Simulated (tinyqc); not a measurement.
# From B fraction on the A sublattice back to ordering energy w = (e_AA + e_BB)/2 - e_AB

Model: order-disorder in a binary alloy on two sublattices: Bragg-Williams and pair (quasi-chemical) approximations. Computed by tinyqc, a small Python program. Command: `OMP_NUM_THREADS=1 python tinyqc.py 3029432 3029433 out.jsonl order inv`. One thread of a shared host (Intel(R) Xeon(R) Processor @ 2.30GHz), about 0.01 s of CPU time with the checks.

All z = 4 neighbours of a site lie on the other sublattice. B fills the sublattices with x + eta/2 and x - eta/2; energies are per site, from the pure components: u = -z w y with y the probability of an A-B bond taken in one order.

Inputs (values chosen for the exercise, for a model alloy): fraction x of B = 0.39; temperature T = 939 K.

Lattice: square (z = 4). Method: plain iteration, 400 steps.

scattering factors f_A, f_B (electrons): [26, 63]

Constants: k_B = 8.617333262e-05 eV/K.

Method:
- Bragg-Williams: u = -z w [x (1 - x) + eta^2/4]; minimising f gives ln[a (1 - b)/(b (1 - a))] = 2 z w eta/(k_B T) =: ln Q, a = x + eta/2, b = x - eta/2. For given Q this is a quadratic for eta, (Q - 1) eta^2/4 - (Q + 1) eta/2 + (Q - 1) x (1 - x) = 0, smaller root: the map eta -> phi(eta).
- Plain iteration eta = phi(eta), 400 steps at most; start at 0.999 times 2x; stop when |phi - eta| < 1e-10.
- a = x + eta/2, b = x - eta/2; u = -z w [x (1 - x) + eta^2/4]; s/k_B = [s2(a) + s2(b)]/2, s2(c) = -c ln c - (1 - c) ln(1 - c); gain on ordering = f(eta) - f(0), f = u - T s. Superlattice over fundamental intensity = [eta (f_B - f_A)/2]^2/[(1 - x) f_A + x f_B]^2.

Question. A run gave the result below. Find the ordering energy w = (e_AA + e_BB)/2 - e_AB, known to lie between 50 and 96 meV.

B fraction on the A sublattice = 0.04931725

Answer.

Each step takes the trial c = (a f_b - b f_a)/(f_b - f_a), f being the result less the target and a, b, c the logarithms of the listed values; c replaces end b, the old b replaces a if the sign of f changed, and otherwise f_a is halved.

Scan of the range:
```
ordering energy w = (e_AA + e_BB)/2 - e_AB (meV)  B fraction on the A sublattice
50.0                                                                    0.116713
55.7                                                                    0.065630
62.1                                                                    0.036350
69.3                                                                    0.019412
77.2                                                                    0.010030
86.1                                                                    0.004872
96.0                                                                    0.002219
```

False position (Illinois rule, in the logarithm of the input) inside the bracket:
```
step    end a    end b    trial  B fraction on the A sublattice
1     55.7000  62.1000  59.1796                       0.0473605
2     55.7000  59.1796  58.4898                       0.0504714
3     59.1796  58.4898  58.7447                       0.0492957
4     58.4898  58.7447  58.7401                       0.0493170
5     58.4898  58.7401  58.7400                       0.0493175
6     58.7401  58.7400  58.7400                       0.0493172
```

B fraction on the A sublattice falls at every point of a 13-point scan of the range (every second point is shown), so one value fits; it is bracketed by 55.7 and 62.1. Answer: ordering energy w = (e_AA + e_BB)/2 - e_AB = 58.74 meV.

Caution: T is near or above the T_c of the better pair approximation, so the true long-range order is lower than Bragg-Williams gives.
